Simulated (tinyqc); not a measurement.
What moves the results: Tamm state at the end of a one-band chain. A value that a table varies takes the place of the one given here.

A half-infinite chain with site energy 0 and hopping -t, band E = -2t cos(ka); the end site has energy D. The surface Green function of the unperturbed half chain is g = (E -/+ sqrt(E^2 - 4t^2))/(2t^2), the root with |t g| <= 1 and Im g <= 0, and with the shift G = g/(1 - D g).

Parameters, chosen for this exercise: t = 0.62 eV (hopping); a = 3.4 angstrom (spacing); D = -1.02 eV (shift of the end site); E = 0.44 eV (energy in the band).

## Threshold for a surface state

For |D| > t: E = D + t^2/D, weight on the end site 1 - t^2/D^2, decay length of the amplitude a/ln|D/t|; a dash: no bound state. The last column is the surface density -Im G/pi at E = 0.

Against D:

| D/t | D (eV) | E (eV) | end weight | decay length (angstrom) | density at E = 0 (1/eV) |
|---|---|---|---|---|---|
| -3.00 | -1.860 | -2.0667 | 0.8889 | 3.09 | 0.0513 |
| -2.00 | -1.240 | -1.5500 | 0.7500 | 4.91 | 0.1027 |
| -1.40 | -0.868 | -1.3109 | 0.4898 | 10.10 | 0.1734 |
| -1.10 | -0.682 | -1.2456 | 0.1736 | 35.67 | 0.2323 |
| -0.80 | -0.496 | - | - | - | 0.3131 |
| 0.50 | 0.310 | - | - | - | 0.4107 |
| 0.95 | 0.589 | - | - | - | 0.2699 |
| 1.05 | 0.651 | 1.2415 | 0.0930 | 69.69 | 0.2442 |
| 1.30 | 0.806 | 1.2829 | 0.4083 | 12.96 | 0.1909 |
| 2.50 | 1.550 | 1.7980 | 0.8400 | 3.71 | 0.0708 |

A state splits off only for |D| > t = 0.62 eV, although in the middle of an endless chain any shift binds one. Just past the threshold, at D/t = 1.05, it lies 1.5 meV outside the band and spreads over 69.7 angstrom; at D/t = -3 it holds 89 % of the end site, and the density left at the band centre has fallen to 0.10 of the clean value.

## What each parameter does

E = D + t^2/D, weight 1 - (t/D)^2, decay length -a/ln|t/D|, surface density -Im G/pi at E. Each row changes one parameter from the base and keeps the others.

Results:

| case | bound level (eV) | weight | decay (angstrom) | density (1/eV) |
|---|---|---|---|---|
| base | -1.3969 | 0.6305 | 6.830 | 0.0985 |
| t = 0.651 eV | -1.4355 | 0.5927 | 7.572 | 0.1019 |
| D = -1.224 eV | -1.5381 | 0.7434 | 4.999 | 0.0762 |
| a = 3.74 angstrom | -1.3969 | 0.6305 | 7.512 | 0.0985 |
| E = 0.22 eV | -1.3969 | 0.6305 | 6.830 | 0.1178 |

The largest shifts from the base row, up to three for each result and ties (the steps differ in size, so this ranks the rows, not the parameters). bound level (eV): D -0.1412, t -0.0386; unchanged at the printed digits by a and E. weight: D +0.1129, t -0.0379; unchanged at the printed digits by a and E. decay (angstrom): D -1.831, t +0.742, a +0.683; unchanged at the printed digits by E. density (1/eV): D -0.0223, E +0.0193, t +0.0035; unchanged at the printed digits by a.

Computed by tinyqc, a small Python program: `OMP_NUM_THREADS=1 python tinyqc.py 1451763 1451764 out.jsonl` (the numbers bound the seed that draws the inputs); one thread of a shared host (Intel(R) Xeon(R) Processor @ 2.30GHz), about 0.01 s for the whole set of steps.
